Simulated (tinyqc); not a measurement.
Width of the well: optical transitions of a finite quantum well.

Each carrier sees a square well of width L with its own depth V and masses m (inside), mb (outside); c = hbar^2/2m0, k = sqrt(m E/c), kappa = sqrt(mb (V - E)/c), and level n solves k L + 2 atan[(k/m)/(kappa/mb)] = n pi. The envelope is cos(kz) for odd n and sin(kz) for even n inside, joins exp(-kappa (|z| - L/2)) outside, and is normalised to 1. Excitons and band mixing are left out.

Constants: hbar^2/2m0 = 3.80998211 eV angstrom^2; hc = 1239.841984 eV nm.

Parameters, chosen for this exercise (near those of a GaAs well in AlGaAs; not measured data): Eg = 1.499 eV (gap of the well); Vc = 0.178 eV (conduction offset); Vv = 0.096 eV (valence offset); me = 0.0653 m0 (electron, well); meb = 0.0853 m0 (electron, barrier); mh = 0.339 m0 (heavy hole along z, well); mhb = 0.393 m0 (heavy hole, barrier); ml = 0.0875 m0 (light hole along z, well); mlb = 0.1069 m0 (light hole, barrier); Ls = (38, 49, 60, 78, 107, 126, 201) angstrom (widths).

Edge wavelength hc/(Eg + e1 + hh1), squared e1-hh1 overlap, lh1 - hh1, and the 1-2 intersubband energy with f_12 = (m1/c) E12 z_12^2, 1/m1 = <1|1/m|1> (dash: e2 unbound).

Results:

| L (angstrom) | edge (nm) | overlap^2 | lh1 - hh1 (meV) | E12 (meV) | f_12 |
|---|---|---|---|---|---|
| 38 | 768.1 | 0.9424 | 25.6 | - | - |
| 49 | 780.7 | 0.9569 | 23.1 | - | - |
| 60 | 789.9 | 0.9664 | 20.2 | 121.7 | 0.481 |
| 78 | 800.1 | 0.9761 | 16.1 | 106.7 | 0.964 |
| 107 | 809.6 | 0.9846 | 11.4 | 74.8 | 0.983 |
| 201 | 820.5 | 0.9942 | 4.8 | 29.2 | 0.966 |

Give the missing row, L (angstrom) = 126.

Computed row:
```
L (angstrom)  edge (nm)  overlap^2  lh1 - hh1 (meV)  E12 (meV)   f_12
126               813.3     0.9879              9.3       59.9  0.978
```

The edge tunes from 768 to 821 nm, towards hc/Eg = 827 nm, while the overlap goes from 0.942 to 0.994. e2 binds at L = pi sqrt(c/(me Vc)) = 56.9 angstrom; f_12 starts from zero there and is 0.481 at 60 angstrom, the rest going to the continuum; among the widths listed it peaks at 0.983 (107 angstrom) and is 0.966 in the widest well, against 0.961 for hard walls.

Program tinyqc; command `OMP_NUM_THREADS=1 python tinyqc.py 1252460 1252461 out.jsonl`; about 0.06 s on one thread of a shared Intel(R) Xeon(R) Processor @ 2.30GHz.
